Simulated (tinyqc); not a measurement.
One level coupled to a phonon between two leads, self-consistent Born approximation: one step of the calculation.

Wide-band leads with mu_L = +V/2 and mu_R = -V/2; phonons in equilibrium, Nq = 1/(exp(w0/kB T) - 1). Scattering links only energies that differ by w0, so a ladder E_k = E1 + k w0 closes on itself; terms that reach past its ends are dropped. Gn and Gp are the electron and hole parts of the spectral function A = Gn + Gp.

Task. Green functions. |G|^2 = 1/[(E - ed)^2 + (GL + GR + Sin + Sout)^2/4], Gn = |G|^2 (GL fL + GR fR + Sin), Gp = |G|^2 (GL (1 - fL) + GR (1 - fR) + Sout), f = 1/(1 + exp((E - mu)/kB T)). On a single ladder the real part of the phonon self-energy, which needs all energies, is left out.

Inputs (values chosen for the exercise): temperature of leads and phonons T = 300 K; level ed = 24 meV; coupling to the left lead GL = 18 meV; coupling to the right lead GR = 3.5 meV; bias V = 80 mV.

Constants: q = 1.602176634e-19 C, kB = 1.380649e-23 J/K, Vt = kB T/q. Results are converted to the units shown.

```
rung  E (meV)   Sin (meV)    Sout (meV)
0         -66  0.15247434  0.0074861202
1         -41  0.39872749   0.039950780
2         -16   1.5410580    0.30017954
3           9   1.7396579    0.76801538
4          34  0.72672300    0.90263464
5          59  0.60845171     1.7792166
```

Give: Gn after iteration 2; Gp after iteration 2.

Result.

```
rung  Gn after iteration 2 (1/meV)  Gp after iteration 2 (1/meV)
0                         0.002485                      1.507e-4
1                         0.004472                      5.771e-4
2                          0.01076                      0.002684
3                          0.04342                       0.02162
4                          0.04687                       0.05208
5                         0.004765                       0.01270
```

Range of the model: The self-consistent Born approximation keeps only non-crossing phonon lines and no Hartree shift; it is rough once the coupling nears the phonon energy.

Computed by the program tinyqc: `OMP_NUM_THREADS=1 python tinyqc.py 2720018 2720019 out.jsonl`, one thread of a shared Intel Xeon 2.30GHz, about 0.08 s for the whole run.
